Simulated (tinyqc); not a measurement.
Orbital energy against energy difference: ionisation energy by orbital energies and by energy differences in the cc-pvdz basis, for BeH2, spin multiplicity 1. Computed by the program tinyqc with PySCF. The cation is unrestricted; errors are against CCSD(T) in this basis, not against experiment.

Geometry (angstrom):
```
atom,x,y,z
Be,0.0000,0.0000,0.0000
H,0.0000,1.2560,0.0000
H,0.0000,-1.2560,0.0000
```

CCSD(T) difference in the same basis = 12.1862 eV

IP-EOM-CCSD = 12.2173 eV

First vertical ionisation energy (eV):
```
method,-e(HOMO),E(cation) - E,error of -e(HOMO),error of the difference
HF,12.4301,11.557693,0.2439,-0.6285
LDA,7.5526,11.829832,-4.6336,-0.3564
PBE,7.5694,11.854129,-4.6168,-0.3321
B3LYP,8.7740,12.101565,-3.4122,-0.0846
PBE0,8.9554,12.034186,-3.2308,-0.1520
LC-wPBE,11.9329,12.345555,-0.2533,0.1593
```

Estimate the missing row, method = CAM-B3LYP.

Computed row:
```
method     -e(HOMO)  E(cation) - E  error of -e(HOMO)  error of the difference
CAM-B3LYP   10.4712      12.198573            -1.7150                   0.0124
```

Koopmans errs by +0.24 eV and Delta-HF by -0.63 eV: relaxation, 0.87 eV, lowers the value and the missing correlation difference works against it. The PBE level is off by -4.6 eV through the wrong tail of its potential, though its energy difference is off by -0.33 eV; exact exchange deepens the level, and among the orbital energies HF comes closest; among the differences CAM-B3LYP does.
